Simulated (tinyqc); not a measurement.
Cap thickness from the capacitance plateau.

Problem. With only the buried channel on, 1/C = 1/Cox + (tc + zc)/(eps0 eps_r), Cox = eps0 eox/tox. Find tc and the oxide-equivalent thickness 3.9 eps0/C.

Inputs (values chosen for the exercise); band and dielectric values close to those of silicon:
```
symbol  value  unit                                                                 meaning
eps_r    11.6                                                         relative permittivity
eox       3.9        relative permittivity of the gate insulator (close to silicon dioxide)
tox       2.7    nm                                                     insulator thickness
zc        0.8    nm                    depth of the hole centroid below the top of the SiGe
```

Constants: eps0 = 8.8541878128e-14 F/cm where lengths are in cm. Results are converted to the units shown.

plateau of C/Cox with only the buried channel on = 0.75542692

Answer. The cap and the centroid act as a second capacitor in series with the insulator.

tc = 1.800 nm
equivalent thickness = 3.574 nm

Program tinyqc, `OMP_NUM_THREADS=1 python tinyqc.py 2042078 2042079 out.jsonl`; Intel Xeon 2.30GHz, shared host, one thread, about 0.02 s.
